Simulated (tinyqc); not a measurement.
Raising U: Hubbard chain of 2 sites, mean field against exact. Computed by the program tinyqc. Collinear unrestricted mean field (the lowest of 40 random starts) against exact diagonalisation.

one-body matrix (hopping and site energies) (eV):
```
         1        2
1   0.0000  -0.6700
2  -0.6700   0.0000
```

electrons, up and down: 1  1

Exact and mean-field results (eV):

| U | U/t | E exact | E mean field | mean \|n_up - n_down\| | double occupancy, exact | first gap in the sector |
|---|---|---|---|---|---|---|
| 0.3400 | 0.5075 | -1.180741 | -1.170000 | 0.0000 | 0.2185 | 1.1807 |
| 0.6700 | 1.0000 | -1.046240 | -1.005000 | 0.0000 | 0.1894 | 1.0462 |
| 1.3400 | 2.0000 | -0.828166 | -0.670000 | 0.0005 | 0.1382 | 0.8282 |
| 2.0100 | 3.0000 | -0.670000 | -0.446667 | 0.7454 | 0.1000 | 0.6700 |
| 4.0200 | 6.0000 | -0.405719 | -0.223333 | 0.9428 | 0.0420 | 0.4057 |
| 5.3600 | 8.0000 | -0.316331 | -0.167500 | 0.9682 | 0.0264 | 0.3163 |
| 8.0400 | 12.0000 | -0.217452 | -0.111667 | 0.9860 | 0.0128 | 0.2175 |
| 13.4000 | 20.0000 | -0.132686 | -0.067000 | 0.9950 | 0.0049 | 0.1327 |

Estimate the missing row, U = 2.68.

Computed row:
```
U          U/t    E exact  E mean field  mean |n_up - n_down|  double occupancy, exact  first gap in the sector
2.6800  4.0000  -0.555046     -0.335000                0.8660                   0.0732                   0.5550
```

In absolute terms mean field is worst at U/t = 3.0, 0.223 eV too high: at small U it is nearly exact, and at large U it misses only exchange-scale energies. For the symmetric dimer the instability lies at U = 2t. Its local moments set in at U/t = 3.0 of those listed, a broken symmetry that the exact state of a finite cluster with equal spins does not have. Relative to the exact energy its error is 0.9 % at the smallest U, 50 % at most and 50 % at the largest. The double occupancy falls from 0.219 to 0.005; at the largest U the first gap is 0.99 times the exchange scale 4t^2/U.
